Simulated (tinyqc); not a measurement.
Inside a calculation: exchange-split free-electron bands and tunnelling magnetoresistance. Values are carried at full precision from step to step, so a last printed digit may differ when a step is redone from the rounded ones.

Majority and minority bands E = c k^2/m -/+ Dx/2, c = hbar^2/2m0, so k_up = sqrt(m (EF + Dx/2)/c), k_dn = sqrt(m (EF - Dx/2)/c); n_s = k_s^3/(6 pi^2), D_s = m k_s/(4 pi^2 c).

Constants: hbar^2/2m0 = 3.80998211 eV angstrom^2.

Values chosen for the exercise: EF = 3.4 eV (Fermi energy above the mean band bottom); Dx = 2.39 eV (exchange splitting); m = 1.08 m0 (mass in the electrodes); mb = 0.76 m0 (mass in the barrier); phi = 1.29 eV (barrier height above EF); d = 17.2 angstrom (barrier thickness).

## The two Fermi spheres

Give k_s, n_s, D_s, the moment per electron (n_up - n_dn)/n and three polarisations: of D, of D v and of D v^2 (v proportional to k).

k_up, k_dn (1/angstrom): 1.1413  0.7906

n_up, n_dn (1/angstrom^3): 0.02510  0.00834

D_up, D_dn (1/(eV angstrom^3)): 0.00819  0.00568

moment per electron = 0.5010 muB

polarisations: D 0.1815, D v 0.3515, D v^2 0.5010

The three numbers differ although they describe one band structure: each probe (density of states, ballistic current, diffusive current) weights the velocity differently.

## Transmissions

Barrier: kappa = sqrt(mb phi/c), c = hbar^2/2m0. With a = k1/m, b = k2/m, w = kappa/mb, the transmission at normal incidence is T(k1, k2) = 4 a b w^2/[w^2 (a + b)^2 + (w^2 + a^2)(w^2 + b^2) sinh^2(kappa d)]. Parallel: G_P = T(up, up) + T(dn, dn); antiparallel: G_AP = 2 T(up, dn); TMR = (G_P - G_AP)/G_AP. Julliere: TMR = 2 P^2/(1 - P^2). Slonczewski factor: P_eff = P_k (w^2 - a_up a_dn)/(w^2 + a_up a_dn), P_k = (k_up - k_dn)/(k_up + k_dn).

Evaluate kappa and the three T.

kappa = 0.5073 1/angstrom
kappa d = 8.725

T: up-up 8.609e-08, dn-dn 1.047e-07, up-dn 9.493e-08

The minority channel transmits more, by a factor 1.22; the common factor exp(-2 kappa d) is 2.64e-08.

## Magnetoresistance

From the T, and from the Julliere formula with P_k and with P_eff.

TMR from T = 0.48 %
P_k = 0.1815
P_eff = -0.0489
Julliere with P_k = 6.81 %
Julliere with P_eff = 0.48 %

The interface factor is -0.269: it reverses the sign of the tunnelling polarisation. The plain Julliere value lies 6.3 points above the result and the one with P_eff 0.00 points from it. Symmetry filtering in crystalline barriers, which gives far larger values, is outside this model.

## Checks

- TMR of a thick barrier against the Julliere formula with P_eff: both 0.004784.

(tinyqc, `OMP_NUM_THREADS=1 python tinyqc.py 1682506 1682507 out.jsonl`, Intel(R) Xeon(R) Processor @ 2.30GHz, 1 thread, shared host, about 0.01 s.)
